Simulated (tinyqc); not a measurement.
## Short-channel transistor, virtual-source model with series resistance: effect of the temperature on the on and off currents

The current per gate width is the charge at the top of the source barrier (the virtual source) times its velocity times a saturation function; al and be are fitting constants of the model. Units: I in uA/um, Rs in ohm um, so I Rs = 1e-6 I Rs in volts; Q in uC/cm^2, so I = 1e-4 Q vx0 Fsat with vx0 in cm/s.

Intrinsic voltages Vg' = Vgs - I Rs, Vd' = Vds - 2 I Rs. n = n0 + nd Vd', VT = VT0 - dl Vd', Ff = 1/(1 + exp((Vg' - VT + al Vt/2)/(al Vt))), Q = Cinv n Vt ln(1 + exp((Vg' - VT + al Vt Ff)/(n Vt))), Vdsat = (vx0 L/mu)(1 - Ff) + Vt Ff, Fsat = u/(1 + u^be)^(1/be) with u = Vd'/Vdsat, and I = Q vx0 Fsat per width. I is solved self-consistently. Ion is I at Vgs = Vds = 1 V, Ioff at Vgs = 0, Vds = 1 V, and Rlin = Vds/I at Vgs = 1 V, Vds = 0.05 V. mu, vx0, VT0, dl and n0 are held fixed.

Parameters, values chosen for the exercise: inversion capacitance Cinv = 2.75 uF/cm^2; velocity at the virtual source vx0 = 1.34e7 cm/s; apparent mobility mu = 300 cm^2/(V s); channel length L = 32 nm; threshold at zero drain voltage VT0 = 0.426 V; drain-induced barrier lowering dl = 0.184 V/V; subthreshold factor n0 = 1.39; growth of n with drain voltage nd = 0 1/V; threshold shift (in units of Vt) from weak to strong inversion al = 3.5; sharpness of saturation be = 1.8; series resistance of each contact Rs = 90 ohm um.

Constants: q = 1.602176634e-19 C, kB = 1.380649e-23 J/K, Vt = kB T/q. Results are converted to the units shown.

Effect of the temperature on the on and off currents:
```
T (K)  Ion (uA/um)  Ioff (nA/um)  log10(Ion/Ioff)  Rlin (ohm um)
200           1877         41.70            4.653          250.0
230           1877         170.5            4.042          250.0
260           1877         501.0            3.574          250.0
290           1877          1170            3.205          250.0
320           1877          2316            2.909          249.9
350           1878          4057            2.666          249.8
380           1879          6472            2.463          249.7
410           1880          9609            2.291          249.6
```

As T goes from 200 to 410 K, Ion stays near 1880 uA/um, Ioff rises from 41.7 to 9610 nA/um and Rlin stays near 250 ohm um. Ion changes by a factor of 1.00 and Ioff by 230. For T = 290 to 410 K the off current passes 1 uA/um, so the device is hardly off at Vgs = 0.

Program tinyqc, `OMP_NUM_THREADS=1 python tinyqc.py 2380104 2380105 out.jsonl`; Intel Xeon 2.30GHz, shared host, one thread, about 0.01 s.
